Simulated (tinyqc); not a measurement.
Inter-valley coupling by envelope functions against a chain of atomic planes, step by step. Values are carried at full precision from step to step, so a last printed digit may differ when a step is redone from the rounded ones.

Chain: E(phi) = e0 + 2 v cos(phi) + 2 u cos(2 phi), cos(phi0) = -v/(4u), e0 = 2u + v^2/(4u); plane j = 0, 1, ... has the potential V_j = dE x_j + F (j - 30) a/4 (1 MV/m = 1e-4 V/angstrom). There are 30 barrier planes a side; with y = j - 29.5, x_j = xb (f(y) + f(Nw - y)), f(y) = 1/(1 + exp(y/L)), plus any Ge added in the well. The valley splitting is the spacing of the two lowest levels. Envelope theory: F_j solves a one-valley chain with hopping -b and diagonal 2b + V_j, b = 4u sin^2(phi0), sum F_j^2 = 1; the valleys couple by Dv = sum_j F_j^2 V_j exp(-2 i phi0 j) and split by 2|Dv|.

Constants: hbar^2/2m0 = 3.80998211 eV angstrom^2.

Values chosen for the exercise (near those of the Delta valleys of silicon in a SiGe well; the results hold for these values, not for the real material):
- a = 5.431 angstrom (lattice constant; planes lie a/4 apart)
- u = 0.608 eV (second-neighbour hopping)
- v = 0.591 eV (nearest hopping)
- Nw = 64 (planes in the well)
- L = 1.25 planes (interface width)
- xb = 0.23 (Ge fraction of the barriers)
- dE = 0.65 eV (offset per unit Ge fraction)
- F = 8 MV/m (field)
- js = 73 (plane j of a Ge spike (the well starts at j = 30))
- xs = 0.1 (Ge fraction added on that plane)

## Valley phase, mass and the wavelengths that couple the valleys

phi0; b = 4u sin^2(phi0); mass m/m0 = c/(b (a/4)^2), c = hbar^2/2m0. A potential couples the valleys if its phase advances by 2 phi0 a plane, or, since only whole planes count, by 2 pi - 2 phi0: periods pi/phi0 and pi/(pi - phi0) planes.

phi0 = 1.81626 rad
b = 2.28838 eV
mass = 0.9031 m0

periods (planes): pi/phi0 1.7297, pi/(pi - phi0) 2.3704

longer period = 3.2184 angstrom

## The smooth well

Lowest doublet of the chain and the envelope result.

level (meV): chain 28.539, envelope 28.576

splitting (micro-eV): chain 0.578, envelope 0.563

planes covered, 1/sum F^4 = 31.33
largest F_j^2 = 0.04500

The levels agree within 0.04 meV. A graded interface has little Fourier weight at 2 phi0, so the splitting is a small remainder of cancelling terms; the envelope value is 0.97 times that of the chain.

## One plane of added Ge, to first order

F_j^2 of the smooth well on that plane = 0.00135

F_j is the envelope on plane j (sum F_j^2 = 1) and Dv the coupling of the two valleys, which split by 2|Dv|. A single plane has Fourier weight at all wavelengths: it adds dE xs F_j^2 to |Dv|, so the splitting is about 2 dE xs F_j^2 if this term rules, and the mean of the doublet rises by dE xs F_j^2.

splitting = 175 micro-eV
rise of the mean level = 0.088 meV

The chain with the spike gives 133 micro-eV and a rise of 0.067 meV; the envelope solved with the spike gives 131. First order is +31 % off: the state draws back from the spike, which the envelope solved anew includes.

## Checks

- Splitting with a weak spike (0.02) on plane j = 51 from the envelope against the chain (micro-eV): 819 against 822.

Run: tinyqc, `OMP_NUM_THREADS=1 python tinyqc.py 1481743 1481744 out.jsonl`; Intel(R) Xeon(R) Processor @ 2.30GHz, one thread, shared host; about 0.1 s of CPU time with all checks.
